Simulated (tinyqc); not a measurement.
Quantum point contact as a saddle point: one step of the calculation.

Potential V0 - m wx^2 x^2/2 + m wy^2 y^2/2; energies are counted from V0. Mode n = 0, 1, ... transmits T_n(E) = 1/(1 + exp(-2 pi (E - E_n)/wx)), E_n = wy (n + 1/2); each mode carries 2 q^2/h.

Task. Thermal average on a coarse grid. g(T) = int g(E) (-df/dE) dE = int g(mu + x kB T) dx/(4 cosh^2(x/2)), g(E) the zero-temperature value at E, g = G/(2 q^2/h). Simpson's rule on nE equally spaced x from -xm to xm.

Parameters, values chosen for the exercise:
```
symbol  value  unit                             meaning
T         0.3     K                         temperature
wy        5.9   meV          transverse quantum hbar wy
wx        5.2   meV    curvature of the barrier hbar wx
mu      13.45   meV  Fermi level above the saddle point
nE         13                 points of the energy grid
xm          6            half-range of the grid in kB T
```

Constants: q = 1.602176634e-19 C, kB = 1.380649e-23 J/K, Vt = kB T/q. Results are converted to the units shown.

Give: x; E; g(E); weight; integral of the weight; g(T); g(T) divided by the integral of the weight.

Result.

```
point       x  E (meV)   g(E)  weight
0      -6.000    13.29  2.143  0.0025
1      -5.000    13.32  2.147  0.0066
2      -4.000    13.35  2.151  0.0177
3      -3.000    13.37  2.155  0.0452
4      -2.000    13.40  2.159  0.1050
5      -1.000    13.42  2.164  0.1966
6       0.000    13.45  2.168  0.2500
7       1.000    13.48  2.173  0.1966
8       2.000    13.50  2.178  0.1050
9       3.000    13.53  2.183  0.0452
10      4.000    13.55  2.187  0.0177
11      5.000    13.58  2.192  0.0066
12      6.000    13.61  2.197  0.0025
```

integral of the weight = 0.9944
g(T) = 2.156
g(T) divided by the integral of the weight = 2.169

tinyqc, about 0.03 s, one thread, Intel Xeon 2.30GHz (shared host): `OMP_NUM_THREADS=1 python tinyqc.py 2740009 2740010 out.jsonl`
